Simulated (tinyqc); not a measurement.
## Van der Pauw, Hall and four-point-probe measurements on a doped layer: correction factor against the shape of the sample

A uniform n-type layer with sheet resistance Rs = 1/(q ns mu), point contacts, low field (mu B small).

Rs = 1/(q ns mu). For a rectangle with contacts at the corners, RA = (8 Rs/pi) sum_(k>=0) ln coth((2k + 1) pi a/(2 b)) with current along a short side b and voltage along the opposite one, RB the same with a and b exchanged. ar = a/b. F = Rs/[(pi/ln 2)(RA + RB)/2]; small-asymmetry estimate 1 - (ln 2/2) d^2 - ((ln 2)^2/4 - (ln 2)^3/12) d^4 with d = (RB - RA)/(RB + RA).

Inputs (values chosen for the exercise):
```
symbol   value        unit                     meaning
ns      7.4e14       cm^-2  sheet density of the layer
mu         180  cm^2/(V s)              drift mobility
```

Constants: q = 1.602176634e-19 C. Results are converted to the units shown.

Correction factor against the shape of the sample:
```
ar     RA (ohm)  RB (ohm)   RB/RA        F  estimate of F
1        10.339    10.339  1.0000   1.0000         1.0000
1.34     3.5450    23.169  6.5355  0.77403        0.78609
1.69     1.1802    38.422  32.554  0.52212        0.62128
2.03    0.40558    53.970  133.07  0.38027        0.57672
2.37    0.13937    69.769  500.59  0.29577        0.56529
2.71   0.047896    85.655  1788.4  0.24126        0.56225
3.06   0.015950    102.04  6397.4  0.20261        0.56140
3.4   0.0054812    117.97   21522  0.17527        0.56116
```

What does the comparison show?

RB/RA rises from 1.00 to 21500 and F falls from 1.00 to 0.175. The estimate is 19 % above F at a/b = 1.69 and 3.20 times it in the last row. RA shrinks about as exp(-pi a/b): by a factor of 2.91 between the last two rows, against 2.91.

tinyqc, about 0.01 s, one thread, Intel Xeon 2.30GHz (shared host): `OMP_NUM_THREADS=1 python tinyqc.py 2850188 2850189 out.jsonl`
